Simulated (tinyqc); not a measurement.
# Crystallisation kinetics and data retention of a phase-change cell, step by step

tinyqc, about 0.05 s, one thread, Intel Xeon 2.30GHz (shared host): `OMP_NUM_THREADS=1 python tinyqc.py 2490153 2490154 out.jsonl` Printed values are rounded.

Johnson-Mehl-Avrami-Kolmogorov law X = 1 - exp(-y^n), y = integral of k dt, k = (1/100 s) exp[-(Ec q/kB)(1/T - 1/T1)].

Values chosen for this exercise; values of the order of Ge-Sb-Te and related chalcogenides: activation energy of crystallisation Ec = 3.04 eV; temperature at which the rate k is 1/(100 s) T1 = 467 K; Avrami exponent n = 3; crystalline share at which the state is lost Xf = 0.2; storage temperature T = 388 K; heating rate b = 1 K/min; start of the ramp table Ta = 423 K; step of the table dT = 4 K; steps m = 10.

Constants: q = 1.602176634e-19 C, kB = 1.380649e-23 J/K. Results are converted to the units shown.

Range of the model: One Arrhenius rate is assumed; incubation, growth from the boundary and the non-Arrhenius kinetics of the supercooled liquid are left out.

## Retention

At fixed T the state fails at t = (-ln(1 - Xf))^(1/n)/k; ten years are 3.15576e8 s.

k = 2.090256e-9 1/s
y at failure = 0.6065428
time to fail = 2.901763e8 s
the same in years = 9.195132
temperature for ten years = 387.6422 K

The cell misses ten years at 388 K.

## A heating ramp

T rises at the rate b. Start with y = k (kB Ta^2/(q Ec))/b, the integral from cold to Ta to leading order; over each step k is taken as exponential in T, so y gains (dT/b)(k2 - k1)/ln(k2/k1). dX/dt = n y^(n - 1) k exp(-y^n), listed as 0 once y^n exceeds 23.

```
point  T (K)      k (1/s)            y            X   dX/dt (1/s)
0        423  3.867576e-6  0.001176983  1.630462e-9  1.607313e-11
1        427  8.447600e-6  0.002583959  1.725268e-8  1.692099e-10
2        431  1.818570e-5  0.005632063  1.786498e-7   1.730558e-9
3        435  3.860136e-5   0.01214206  1.790096e-6   1.707291e-8
4        439  8.081993e-5   0.02585428  1.728198e-5   1.620679e-7
5        443  1.669702e-4   0.05434973  1.605304e-4   1.479399e-6
6        447  3.405021e-4    0.1127939  0.001433987   1.297744e-5
7        451  6.856634e-4    0.2311408   0.01227300   1.085481e-4
8        455  0.001363821    0.4678247   0.09732085   8.083105e-4
9        459  0.002680392    0.9354727    0.5589693   0.003103492
10       463  0.005206779     1.848627    0.9981956   9.632023e-5
```

Among the points the rate is largest at 459 K, where X = 0.559; the exact peak lies at 459.4 K.
